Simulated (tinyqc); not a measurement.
# CMOS latch-up, two-transistor model: two studies

A parasitic pnp (emitter at Vdd, base shunted by Rw) and npn (emitter at ground, base shunted by Rs) feed each other: the npn collector current flows out of the pnp base node, the pnp collector current into the npn base node. Forward-active transistors with constant gains: Icn = Isn exp(Vn/Vt), Icp = Isp (exp(Vp/Vt) - 1). A current Ii is injected into the npn base node.

Values chosen for this exercise; values close to those of bulk CMOS:
- T = 250 K (temperature)
- bn = 19.4 (current gain of the npn)
- bp = 4.7 (current gain of the pnp)
- Isn = 2.4e-19 A (saturation current of the npn at T)
- Isp = 7.1e-20 A (saturation current of the pnp at T)
- Rs = 550 ohm (substrate resistance shunting the npn)
- Rw = 550 ohm (well resistance shunting the pnp)
- R2 = 230 ohm (resistance from the pnp collector to the npn base)
- Von = 0.84 V (base-emitter voltage in the on state)
- Vsat = 0.2 V (saturation voltage)
- Vdd = 0.9 V (supply voltage)

Constants: q = 1.602176634e-19 C, kB = 1.380649e-23 J/K, Vt = kB T/q. Results are converted to the units shown.

Each table varies one quantity; the others keep the values above.

## Effect of the well resistance shunting the pnp

Node equations: Vp/Rw + Icp/bp = Icn and Vn/Rs + Icn/bn = Icp + Ii. Loop gain G = gn gp/[(1/Rw + gp/bp)(1/Rs + gn/bn)], gn = Icn/Vt, gp = (Icp + Isp)/Vt; the off state ends where G = 1, and Ii there is the trigger current. On state with both base-emitter voltages at Von: npn base current Ib = (Von/Rs + bp Von/Rw)/(bn bp - 1), holding current Ih = (bn + 1) Ib + Von/Rs, holding voltage Vh = Vsat + Von + R2 (Ib + Von/Rs).

Effect of the well resistance shunting the pnp:
```
Rw (ohm)  Vn at trigger (V)  trigger current (mA)  Ih (mA)  Vh (V)
55                  0.83019                2.1614   18.111  1.5782
110                 0.81485                1.8005   9.9918  1.4867
210                 0.80055                1.6191   6.1256  1.4431
400                 0.78635                1.5136   4.1055  1.4203
760                 0.77226                1.4471   3.0479  1.4084
1500                0.75741                1.3980   2.4682  1.4019
2800                0.74386                1.3630   2.1917  1.3988
5500                0.72929                1.3306   2.0351  1.3970
```

As Rw goes from 55 to 5500 ohm, the trigger current falls from 2.16 to 1.33 mA, Ih falls from 18.1 to 2.04 mA and Vh falls from 1.58 to 1.40 V. Vh exceeds the supply Vdd = 0.9 V, which then cannot sustain a latched state, in 8 of the 8 rows.

## Effect of the current gain of the pnp

Same model as above.

Effect of the current gain of the pnp:
```
bp     Vn at trigger (V)  trigger current (mA)  Ih (mA)  Vh (V)
0.065            0.80011                1.5005   128.66  2.8246
0.14             0.78080                1.4801   22.226  1.6246
0.29             0.77982                1.4783   10.215  1.4892
0.61             0.77953                1.4777   6.1573  1.4435
1.3              0.77942                1.4774   4.4860  1.4246
2.7              0.77937                1.4773   3.7709  1.4166
5.7              0.77934                1.4773   3.4323  1.4128
12               0.77933                1.4772   3.2746  1.4110
```

As bp goes from 0.065 to 12, the trigger current falls from 1.50 to 1.48 mA, Ih falls from 129 to 3.27 mA and Vh falls from 2.82 to 1.41 V. Vh exceeds the supply Vdd = 0.9 V, which then cannot sustain a latched state, in 8 of the 8 rows. For bp = 0.031 the product of the gains is about one or less, so there is no latched state. For bp = 0.065 the holding current passes 50 mA, where high injection lowers the gains.

Range of the model: Near the trigger Vn + Vp exceeds Vdd by over 0.35 V, so both collector junctions are forward biased and the forward-active model is out of range there.

Computed by the program tinyqc: `OMP_NUM_THREADS=1 python tinyqc.py 2670054 2670055 out.jsonl`, one thread of a shared Intel Xeon 2.30GHz, about 0.04 s for the whole run.
